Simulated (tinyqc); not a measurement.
Inside a calculation. Model: Rutherford backscattering from a thin compound film on silicon: kinematics, yields, composition and thickness. Computed by tinyqc, a small Python program that keeps every step. Command: `OMP_NUM_THREADS=1 python tinyqc.py 3011817 3011818 out.jsonl rbs walk`. One thread of a shared host (Intel(R) Xeon(R) Processor @ 2.30GHz), about 0.01 s of CPU time with the checks. Intermediate numbers are printed to about 6 digits and carried at full precision; extremes and crossings named in words are read from the listed rows.

Singly charged helium ions (Z1 = 2, M1 = 4.0026 u) enter at the tilt angle a1 to the normal and leave at a2 = |180 - theta - tilt| in the same plane. The film is A B_x.

Inputs (values chosen for the exercise, modelled on a helium beam on SiGe): beam energy E0 = 1.5 MeV; scattering angle theta = 150 degrees; tilt of the sample = 30 degrees; heavy element: Z_A = 32; heavy element: mass M_A = 72.6 u; heavy element: stopping eps_A at 2 MeV = 72.6 1e-15 eV cm^2; light element: Z_B = 14; light element: mass M_B = 28.09 u; light element: stopping eps_B at 2 MeV = 47.1 1e-15 eV cm^2; atoms of B per atom of A, x = 3.45; atomic density of the film = 46.6 1/nm^3; film thickness d = 94 nm; collected charge = 38 microcoulomb; detector solid angle = 1.7 msr; detector resolution (FWHM) = 16 keV.

Constants: e^2/(4 pi eps_0) = 14.39964548 eV angstrom; e = 1.602176634e-19 C.

## Kinematics

Kinematic factor K = [(sqrt(M^2 - M1^2 sin^2 theta) + M1 cos theta)/(M + M1)]^2. Surface edges lie at K E0; substrate silicon has M = 28.09 u. Mass resolution at M_A = resolution/(E0 dK/dM).

kinematic factors: A 0.813852, B 0.585293, Si 0.585293

surface edges (keV): A 1220.78, B 877.94, Si 877.94

mass resolution at M_A = 4.60965 u

K flattens for heavy targets, so masses within 4.6 u of A cannot be told apart.

## Peak widths (surface approximation)

Stopping per atom eps(E) = eps(2 MeV) (E/2 MeV)^(-0.4) (a law chosen for the exercise); Bragg rule eps_film = (eps_A + x eps_B)/(1 + x); areal density N d, with 1/nm^2 = 0.1 x 1e15/cm^2. Width of the signal of element i: [K_i eps(E0)/cos a1 + eps(K_i E0)/cos a2] N d; depth resolution = resolution x d/width of A; energy lost on the way in = eps(E0) N d/cos a1.

areal density N d = 438.04 1e15 atoms/cm^2

film stopping at E0 = 59.2733 1e-15 eV cm^2

widths (keV): A 52.5937, B 49.7154

depth resolution = 28.5966 nm

energy lost on the way in = 29.9807 keV

The signal of A spans 3.3 resolution widths, so its width measures the thickness. Caution: the silicon signal of the film merges with that of the substrate, so only the width of A can be read directly.

## Yields

Rutherford cross section in the laboratory frame: sigma = (Z1 Z e^2/(4 pi eps_0 4E))^2 (4/sin^4 theta) (r + cos theta)^2/r, r = sqrt(1 - (M1 sin theta/M)^2), times the screening factor 1 - 0.049 Z1 Z^(4/3)/E (E in keV); 1 angstrom^2 = 1e8 barn. Counts = (charge/e) x solid angle x sigma(E_mean) x areal density of the element/cos a1, E_mean = E0 - half the energy lost on the way in; 1 barn = 1e-24 cm^2. The ratio of areas returns x = (Y_B/Y_A)(sigma_A/sigma_B), with the counting error sqrt(1/Y_A + 1/Y_B).

cross sections (barn/sr): A 2.73203, B 0.50953

counts: A 125208, B 80563

ratio of areas Y_B/Y_A = 0.643431

counting error of x without background = 0.451657 %

The cross sections differ by 5.4, near (Z_A/Z_B)^2 = 5.2. The silicon signal of the film runs into that of the substrate and appears as a step, not a peak. Caution: film and substrate silicon overlap, so Y_B must be separated by a fit.

## Surface approximation against the full path

Surface approximation as above. Full path: dE/ds = -eps(E) integrates to E^1.4 = E(start)^1.4 - 1.4 eps(2 MeV) 2000^0.4 s (keV), applied in (s = N d/cos a1), then K, then out (s = N d/cos a2); width = K E0 - exit energy. The last column is the error in thickness if the full width is read with the surface formula.

Widths (keV):
```
d (nm)  A, surface  A, full  B, full  error (%)
5            2.798    2.799    2.646    0.04590
10           5.595    5.600    5.295    0.09192
20          11.190   11.211   10.603    0.18434
50          27.975   28.105   26.607    0.46474
100         55.951   56.478   53.550    0.94281
150         83.926   85.130   80.851    1.43501
200        111.902  114.075  108.531    1.94219
300        167.852  172.897  165.131    3.00541
```

The error grows roughly in proportion to thickness, from 0.05 % to 3.0 %, because the ion slows and the stopping rises along the path. The signals of A and B would overlap once the width of A exceeds the gap between the edges, 343 keV.

Checks made by the program: kinematic factor against energy and momentum conservation (relative difference below 1e-10).
